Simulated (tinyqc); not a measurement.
Interface roughness in a thin film (subband fluctuation and scattering): one step. Sensitivity of the level to thickness. Three cases, with inputs chosen for the exercise.

Problem. Give E1, G, the hard-wall values and the rms fluctuation G D.

Square well of width t, barriers V0, c = hbar^2/2m0: E1 solves k t + 2 atan[(k/mz)/(kappa/mb)] = pi, k = sqrt(mz E/c), kappa = sqrt(mb (V0 - E)/c). One interface is rough, so the subband edge fluctuates by G dt with G = |dE1/dt| (central difference of 0.01 angstrom; 2 E1/t for hard walls).

Constants: hbar^2/2m0 = 3.80998211 eV angstrom^2.

Case 1.

Values chosen (near those of a thin Ge channel on (111), one valley; the results hold for these values, not for the real material): t = 28 angstrom (film thickness); mz = 1.624 m0 (confinement mass); V0 = 2.25 eV (barrier); mb = 0.31 m0 (barrier mass); D = 1.7 angstrom (rms height of the roughness).

Case 2.

Values chosen (near those of a thin Ge channel on (111), one valley; the results hold for these values, not for the real material): t = 38 angstrom (film thickness); mz = 1.577 m0 (confinement mass); V0 = 2.22 eV (barrier); mb = 0.32 m0 (barrier mass); D = 1.5 angstrom (rms height of the roughness).

Case 3.

Values chosen (near those of a thin Ge channel on (111), one valley; the results hold for these values, not for the real material): t = 22 angstrom (film thickness); mz = 1.585 m0 (confinement mass); V0 = 2.26 eV (barrier); mb = 0.3 m0 (barrier mass); D = 1.9 angstrom (rms height of the roughness).

Give: E1; G = |dE1/dt|; hard walls: E1 (meV) and G (meV/angstrom); G D.

Solution.

Case 1.

E1 = 27.73 meV
G = |dE1/dt| = 1.9185 meV/angstrom

hard walls: E1 (meV) and G (meV/angstrom): 29.534  2.110

G D = 3.26 meV

Hard walls overstate G by a factor 1.10, and the scattering rate, which goes as G^2, by 1.21.

Case 2.

E1 = 15.72 meV
G = |dE1/dt| = 0.8074 meV/angstrom

hard walls: E1 (meV) and G (meV/angstrom): 16.513  0.869

G D = 1.21 meV

Hard walls overstate G by a factor 1.08, and the scattering rate, which goes as G^2, by 1.16.

Case 3.

E1 = 45.22 meV
G = |dE1/dt| = 3.9456 meV/angstrom

hard walls: E1 (meV) and G (meV/angstrom): 49.017  4.456

G D = 7.50 meV

Hard walls overstate G by a factor 1.13, and the scattering rate, which goes as G^2, by 1.28.

Computed by tinyqc, one run a case: `OMP_NUM_THREADS=1 python tinyqc.py N N+1 out.jsonl` with N = 1281727, 1281767, 1281876; one thread of a shared Intel(R) Xeon(R) Processor @ 2.30GHz, about 0.02 s a run at most.
